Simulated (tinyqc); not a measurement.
Changing the junction depth x_j: lateral field, substrate current, probability of reaching the oxide barrier and hot-carrier lifetime of a silicon transistor (pseudo-two-dimensional and lucky-electron models). Computed by tinyqc, a small Python program. Command: `OMP_NUM_THREADS=1 python tinyqc.py 3020674 3020675 out.jsonl hotcar sweep`. One thread of a shared host (Intel(R) Xeon(R) Processor @ 2.30GHz), about 0.01 s of CPU time with the checks.

Local-field models: a lucky carrier gains its energy at the peak field over a path free of collisions. Voltages are magnitudes.

Inputs (values chosen for the exercise, modelled on a silicon n-channel):

| quantity | value | unit |
|---|---|---|
| channel length L | 470 | nm |
| oxide thickness t | 8.4 | nm |
| mobility mu | 380 | cm^2/(V s) |
| saturation velocity v_s | 0.85 | 1e7 cm/s |
| threshold voltage V_T | 0.54 | V |
| gate voltage V_G | 2.6 | V |
| drain voltage V_D | 4.1 | V |
| ionisation prefactor A_i | 2.2e+06 | 1/cm |
| ionisation field B_i | 1.66 | MV/cm |
| hot-carrier mean free path lambda | 8.4 | nm |
| oxide barrier phi_b | 3.1 | eV |
| interface-trap threshold phi_it | 3.7 | eV |
| lifetime constant H | 7 | s microampere/micrometre |
| length of the depleted extension L_n | 25 | nm |

Drain: lightly doped extension.

Constants: eps_0 = 8.8541878128e-12 F/m.

Method:
- C_ox = 3.9 eps_0/t; F_sat = 2 v_s/mu; V_Dsat = V_ov F_sat L/(V_ov + F_sat L), V_ov = V_G - V_T; I_D/W = C_ox v_s (V_ov - V_Dsat).
- Scale length l = 0.22 t^(1/3) x_j^(1/2) (all in cm); F_m = sqrt(((V_D - V_Dsat)/l_e)^2 + F_sat^2), with l_e = l + L_n; length of the velocity-saturated region l_e ln((V_D - V_Dsat)/(l_e F_sat) + F_m/F_sat).
- Substrate current I_sub/I_D = (A_i/B_i)(V_D - V_Dsat) exp(-B_i/F_m); probability of reaching the oxide barrier exp(-phi_b/(e lambda F_m)); lifetime tau = (H/(I_D/W)) exp(phi_it/(e lambda F_m)).

One run for each value:

| junction depth x_j (nm) | peak field F_m (kV/cm) | substrate current I_sub/W (microampere/micrometre) | lifetime tau (s) | scale length l (nm) |
|---|---|---|---|---|
| 40 | 462.13 | 39.780 | 2.7091e+02 | 41.52 |
| 57 | 412.77 | 25.890 | 8.4684e+02 | 49.56 |
| 81 | 366.62 | 15.605 | 3.2447e+03 | 59.08 |
| 120 | 318.86 | 7.920 | 1.9620e+04 | 71.91 |
| 170 | 280.25 | 3.866 | 1.3161e+05 | 85.59 |
| 240 | 245.60 | 1.676 | 1.2091e+06 | 101.69 |
| 340 | 214.22 | 0.623 | 1.6721e+07 | 121.04 |
| 480 | 186.67 | 0.198 | 3.4765e+08 | 143.81 |

Over the rows, peak field F_m (kV/cm) falls from 462 to 187 (exponent d ln y / d ln x -0.32 between the first rows and -0.40 between the last); substrate current I_sub/W (microampere/micrometre) falls from 39.8 to 0.198 (exponent d ln y / d ln x -1.2 between the first rows and -3.3 between the last); lifetime tau (s) rises from 271 to 3.48e8 (exponent d ln y / d ln x 3.2 between the first rows and 8.8 between the last).

Caution (all rows): the empirical formula for l was fitted to oxides of about 15 nm or more; for thinner ones it is an extrapolation. Caution (rows 40.0): multiplication above 10 % feeds back on the field and the source barrier (snapback), which the model leaves out. Caution (rows 240, 340, 480): the saturated region fills most of the channel, so the split into two regions is rough.

Extremes, crossings and ranges named in words are read from the listed rows.
